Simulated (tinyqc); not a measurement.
Undoped symmetric double-gate MOSFET, analytic potential model: one step of the calculation.

An undoped body of thickness ts between two equal insulators and tied gates; long channel, electrons only, n = ni exp((psi - V)/Vt) with V the quasi-Fermi potential (0 at the source, Vd at the drain), constant mobility, no quantisation. Across the body psi(x) = V - 2 Vt ln[(ts/(2 beta)) sqrt(q ni/(2 eps0 eps_r Vt)) cos(2 beta x/ts)], x from the centre. Q is the electron charge per area of the whole body.

Task. beta at the source by Newton steps. With V = 0: f = ln(beta) - ln(cos beta) + 2 r beta tan(beta) - (Vg - V0)/(2 Vt); f' = 1/beta + tan(beta) + 2 r [tan(beta) + beta/cos^2(beta)]; beta(new) = beta - f/f'.

Inputs (values chosen for the exercise): temperature T = 325 K; gate voltage Vg = 0.33 V.

Constants: q = 1.602176634e-19 C, kB = 1.380649e-23 J/K, Vt = kB T/q. Results are converted to the units shown.

beta after iteration 1 = 0.81844517
r = 0.87271689
V0 = 0.47081538 V

Give: f; f'; beta after iteration 2.

Result.

f = 4.2206
f' = 7.2141
beta after iteration 2 = 0.23340

tinyqc, about 0.01 s, one thread, Intel Xeon 2.30GHz (shared host): `OMP_NUM_THREADS=1 python tinyqc.py 2440058 2440059 out.jsonl`
